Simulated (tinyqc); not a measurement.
## Partial widths from the peak

Problem. A Breit-Wigner resonance has total width G = GL + GR and peak transmission Tp = 4 GL GR/G^2. GL is known to be the larger. Find GL, GR and the lifetime hbar/G.

Constants: q = 1.602176634e-19 C, hbar = 1.054571817e-34 J s. Results are converted to the units shown.

G = 24.623078 meV
Tp = 0.69738708

Answer. GL and GR have the sum G and the product Tp G^2/4, so they are (G/2)(1 +/- sqrt(1 - Tp)).

GL = 19.1 meV
GR = 5.54 meV
lifetime = 26.7 fs

Numbers from tinyqc (`OMP_NUM_THREADS=1 python tinyqc.py 2600039 2600040 out.jsonl`; about 0.07 s on one thread of a shared Intel Xeon 2.30GHz).
